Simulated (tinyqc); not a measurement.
# Sneak paths and read margin

Worst-case read of an N x N array without selectors, ideal wires, unselected lines floating and all unselected cells in the low state with resistance K Ron: the sneak path is Rsn = K Ron [2/(N - 1) + 1/(N - 1)^2], in parallel with the selected cell Rc. A sense resistor Ron to ground gives Vout = Vr Ron/(Ron + Rc Rsn/(Rc + Rsn)); margin = [Vout(Rc = Ron) - Vout(Rc = ra Ron)]/Vr.

Parameters, values chosen for the exercise: resistance of the low state Ron = 50 kohm; ratio Roff/Ron ra = 10; factor by which unselected cells are more resistive K = 5; read voltage Vr = 0.1 V.

Results:

| N | Rsn (kohm) | Vout, low state (mV) | Vout, high state (mV) | margin (%) |
|---|---|---|---|---|
| 2 | 750.0 | 51.61 | 14.29 | 37.33 |
| 3 | 312.5 | 53.70 | 20.63 | 33.07 |
| 4 | 194.4 | 55.70 | 26.32 | 29.38 |
| 8 | 76.53 | 62.31 | 42.97 | 19.35 |
| 32 | 16.39 | 80.20 | 75.91 | 4.293 |
| 64 | 7.999 | 87.88 | 86.40 | 1.484 |
| 128 | 3.953 | 93.17 | 92.73 | 0.4468 |
| 256 | 1.965 | 96.36 | 96.23 | 0.1235 |

Estimate the missing row, N = 16.

Computed row:

| N | Rsn (kohm) | Vout, low state (mV) | Vout, high state (mV) | margin (%) |
|---|---|---|---|---|
| 16 | 34.44 | 71.03 | 60.81 | 10.22 |

With this row back in the table: The margin falls from 37.3 to 0.123 %; a lone cell has 40.9 %. It first drops below 10 % at N = 32 among the rows, where Rsn = 0.33 Ron. Between the last two rows it goes as N^(-1.86).

Computed by the program tinyqc: `OMP_NUM_THREADS=1 python tinyqc.py 2880148 2880149 out.jsonl`, one thread of a shared Intel Xeon 2.30GHz, about 0.04 s for the whole run.
